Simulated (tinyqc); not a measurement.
## Charge centroid from charge and shift

Question. A sheet of N electrons in the storage layer of a charge-trap cell shifts the threshold by U = (q/eps0) N (tb/eb + xc tn/en). Find xc and the distance xc tn from the blocking layer.

Inputs (values chosen for the exercise):
- tn = 5.8 nm (storage layer)
- en = 7 (its relative permittivity)
- tb = 7.4 nm (blocking layer)
- eb = 3.9 (its relative permittivity)

Constants: q = 1.602176634e-19 C, eps0 = 8.8541878128e-14 F/cm where lengths are in cm. Results are converted to the units shown.

N = 8e12 cm^-2
U = 3.5263892 V

Solution. U eps0/(q N) is the electrical distance from the gate; subtract that of the blocking layer.

xc = 0.650
distance = 3.77 nm

Computed by the program tinyqc: `OMP_NUM_THREADS=1 python tinyqc.py 2130034 2130035 out.jsonl`, one thread of a shared Intel Xeon 2.30GHz, about 0.06 s for the whole run.
